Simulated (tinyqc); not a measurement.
# From one set of inputs to another, one input at a time

Model: current of a Schottky diode by thermionic-emission-diffusion theory, and its read-back from I-V-T and C-V data. Computed by tinyqc, a small Python program. Command: `OMP_NUM_THREADS=1 python tinyqc.py 3031677 3031678 out.jsonl schottky ladder`. One thread of a shared host (Intel(R) Xeon(R) Processor @ 2.30GHz), about 0.01 s of CPU time with the checks.

Full ionisation, no tunnelling, no recombination current. V is the voltage across the junction itself, forward positive.

The inputs printed are set A. Set A is modelled on n-type Ga2O3; the values taken over come from a set modelled on n-type amorphous oxide. Inputs not listed in the table keep their values of set A, so the rows need not describe a real material.

Inputs (values chosen for the exercise, modelled on n-type Ga2O3):
```
quantity,value,unit
Richardson constant A*,34.2,A/(cm^2 K^2)
"effective density of states at 300 K, N_c",3.5e+18,1/cm^3
permittivity eps,10.2,-
mobility mu,120,cm^2/(V s)
barrier without image force phi_0,1.3,eV
doping N,1e+17,1/cm^3
series resistance R_s,0.61,milliohm cm^2
junction voltage V,0.45,V
temperature T,300,K
```

Barrier: uniform.

Constants: k_B = 8.617333262e-05 eV/K; e = 1.602176634e-19 C; eps_0 = 8.8541878128e-12 F/m.

Method:
- N_c(T) = N_c (T/300 K)^(3/2); V_bi = phi_0 - (k_B T/e) ln(N_c(T)/N); surface field F = sqrt(2 e N (V_bi - V - k_B T/e)/(eps eps_0)); image lowering d_phi = sqrt(e F/(4 pi eps eps_0)); effective barrier phi = phi_0 - d_phi.
- Collection velocity v_R = A* T^2/(e N_c(T)); diffusion velocity v_D = mu F; J = e N_c(T) v_R/(1 + v_R/v_D) exp(-phi/k_B T) [exp(e V/k_B T) - 1].
- Terminal voltage V + J R_s.
- Ideality n = (e/k_B T)/(d ln J/dV) by a central difference of +/- 1 mV; J_0 = J exp(-e V/(n k_B T)); apparent barrier phi_IV = k_B T ln(A* T^2/J_0); a C-V plot gives phi_CV = phi_0, the mean without lowering.

Each row keeps all changes above it:
```
input moved,from,to,current density J (A/cm^2),ideality factor n,apparent barrier phi_IV (eV)
set A,-,-,7.976e-08,1.021,1.250
doping N (1/cm^3),1e+17,1.9e+17,1.187e-07,1.022,1.239
barrier without image force phi_0 (eV),1.3,0.73,1.971e+02,1.083,0.665
permittivity eps,10.2,10,2.022e+02,1.083,0.664
Richardson constant A* (A/(cm^2 K^2)),34.2,41.2,2.298e+02,1.087,0.665
mobility mu (cm^2/(V s)),120,10,4.941e+01,1.133,0.687
junction voltage V (V),0.45,0.41,1.241e+01,1.108,0.696
temperature T (K),300,200,3.647e-02,1.073,0.686
```

Where does the difference come from?

Current density J goes from 7.98e-8 to 0.0365, a factor 457000 in all. The largest single move comes from barrier without image force phi_0 (a factor 1.66e9), and temperature T works against it (a factor 0.00294). Ideality factor n goes from 1.02 to 1.07, a factor 1.05 in all. The largest single move comes from barrier without image force phi_0 (a factor 1.06), and temperature T works against it (a factor 0.968). Apparent barrier phi_IV goes from 1.25 to 0.686, a factor 0.549 in all. The largest single move comes from barrier without image force phi_0 (a factor 0.537). The single moves hold for this order of the switches; the total does not depend on the order.

Extremes, crossings and ranges named in words are read from the listed rows.
